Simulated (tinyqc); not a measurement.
# Contact resistivity and sheet resistance from two contact lengths

Question. Rc = [sqrt(rc Rsh)/Wc] coth(Lc/(2 LT)), LT = sqrt(rc/Rsh), Wc = 30 nm; the second contact is twice as long as the first. Find LT, rc and Rsh.

Rc for Lc = 32 and 64 nm (ohm): [288.959228, 170.306659]

Answer. With t = tanh(Lc/(2 LT)) for the shorter contact, the resistance of the longer over that of the shorter is (1 + t^2)/2. Then sqrt(rc Rsh) = Rc t Wc, and rc and Rsh follow by multiplying and dividing by LT.

LT = 35.5 nm
rc = 1.30e-9 ohm cm^2
Rsh = 103 ohm

Computed by the program tinyqc: `OMP_NUM_THREADS=1 python tinyqc.py 2170099 2170100 out.jsonl`, one thread of a shared Intel Xeon 2.30GHz, about 0.04 s for the whole run.
